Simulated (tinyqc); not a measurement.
Silicon n-p-n transistor, Gummel numbers and transit times: one step of the calculation.

One-dimensional n-p-n transistor in the forward active mode at low injection. In the base p(x) = NB exp(-eta x/wb) and ni(x)^2 = ni^2 exp((g0 + g1 x/wb)/Vt); electrons leave the base at vsat; band spikes at the emitter junction and recombination inside the emitter are ignored.

Problem. Gain, Early voltage and collector delay. ni = sqrt(Nc Nv) exp(-Eg/(2 Vt)), Eg in volts; GE = NE exp(-gE/Vt)(we/Dp + 1/Se); JC = J0 exp(VBE/Vt), J0 = q ni^2/GB; gain limited by back injection GE/GB, by base recombination tb/tauB, together 1/beta = the sum of the inverses; collector layer one-sided, Wc = sqrt(2 eps0 eps_r (Vbc + VCB)/(q NC)), Vbc = Vt ln(p(wb) NC/ni^2), Cjc = eps0 eps_r/Wc; Early voltage VA = GB q p(wb)/(f(wb) Cjc [1/Dn - (eta + g1/Vt)/(wb vsat)]), f(wb) = p(wb) exp(-(g0 + g1)/Vt), p(wb) = NB exp(-eta); tauC = Wc/(2 vsat).

Values chosen for this exercise; band and dielectric values close to those of silicon:
- T = 250 K (temperature)
- Eg = 1.11 eV (band gap)
- eps_r = 11.8 (relative permittivity)
- Nc = 2.1e19 cm^-3 (conduction-band density of states at T)
- Nv = 1.99e19 cm^-3 (valence-band density of states at T)
- vsat = 1e7 cm/s (saturation velocity)
- wb = 430 nm (neutral base width)
- NB = 5.1e17 cm^-3 (base doping at the emitter edge)
- eta = 1.3 (doping falls as exp(-eta x/wb))
- g0 = 0 eV (gap reduction at the emitter edge of the base)
- g1 = 0 eV (further gap reduction across the base (linear))
- Dn = 12 cm^2/s (electron diffusion coefficient in the base)
- NE = 4.5e19 cm^-3 (emitter doping)
- gE = 0.104 eV (gap reduction in the emitter (negative: wider gap))
- we = 74 nm (neutral emitter width)
- Dp = 2.7 cm^2/s (hole diffusion coefficient in the emitter)
- Se = 1e5 cm/s (recombination velocity at the emitter contact)
- tb = 3e-8 s (electron lifetime in the base)
- NC = 1.8e16 cm^-3 (collector doping)
- VCB = 0 V (collector-base reverse bias)

Constants: q = 1.602176634e-19 C, kB = 1.380649e-23 J/K, Vt = kB T/q, eps0 = 8.8541878128e-14 F/cm where lengths are in cm. Results are converted to the units shown.

GB = 1.0379914e12 s/cm^4
tauB = 54.589376 ps

Find: ni; GE; J0; GE/GB; tb/tauB; beta; Wc; Cjc; VA; tauC.

Solution.

ni = 1.3250e8 cm^-3
GE = 4.5905e12 s/cm^4
J0 = 2.7100e-15 A/cm^2
GE/GB = 4.4225
tb/tauB = 549.56
beta = 4.3872
Wc = 248.30 nm
Cjc = 0.42077 fF/um^2
VA = 49.214 V
tauC = 1.2415 ps

The gain is limited more by back injection into the emitter. beta VA = 216 V.

Range of the model: The collector doping exceeds a tenth of the base doping at that edge, so the collector layer reaches noticeably into the base. Heavy doping makes emitter or base degenerate; gE and g0 are to be read as apparent gap changes that include this.

Program tinyqc, `OMP_NUM_THREADS=1 python tinyqc.py 2320041 2320042 out.jsonl`; Intel Xeon 2.30GHz, shared host, one thread, about 0.01 s.
